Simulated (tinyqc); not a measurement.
MESFET, gradual channel with velocity saturation: one step of the calculation.

A uniformly doped n-type channel, depleted from the top by a Schottky gate; at channel potential V the depleted share of a is u = sqrt((Vbi - Vg + V)/Vp), s at the source. Electrons drift with v = mu E/(1 + mu E/vsat). Abrupt depletion edge, no series resistance, source at 0.

Task. Built-in and pinch-off voltages. Vbi = phiB - Vt ln(Nc/Nd); Vp = q Nd a^2/(2 eps0 eps_r); G0 = q mu Nd a W/L; Z = mu Vp/(vsat L); s = sqrt((Vbi - Vg)/Vp). VT = Vbi - Vp.

Inputs (values chosen for the exercise); material values close to those of gallium arsenide: temperature T = 325 K; relative permittivity of the semiconductor eps_r = 13; conduction-band density of states at T Nc = 5.03e17 cm^-3; donor density of the channel Nd = 3.9e16 cm^-3; channel thickness a = 210 nm; low-field mobility at this doping mu = 4200 cm^2/(V s); saturation velocity vsat = 1.2e7 cm/s; gate length L = 5 um; gate width W = 100 um; Schottky barrier phiB = 0.61 V; gate voltage Vg = 0 V.

Constants: q = 1.602176634e-19 C, kB = 1.380649e-23 J/K, Vt = kB T/q, eps0 = 8.8541878128e-14 F/cm where lengths are in cm. Results are converted to the units shown.

Give: Vbi; Vp; VT; G0; Z; s.

Result.

Vbi = 0.53839 V
Vp = 1.1970 V
VT = -0.65861 V
G0 = 11.022 mS
Z = 0.83789
s = 0.67066

Z = 0.838: velocity saturation matters.

tinyqc, about 0.06 s, one thread, Intel Xeon 2.30GHz (shared host): `OMP_NUM_THREADS=1 python tinyqc.py 2500118 2500119 out.jsonl`
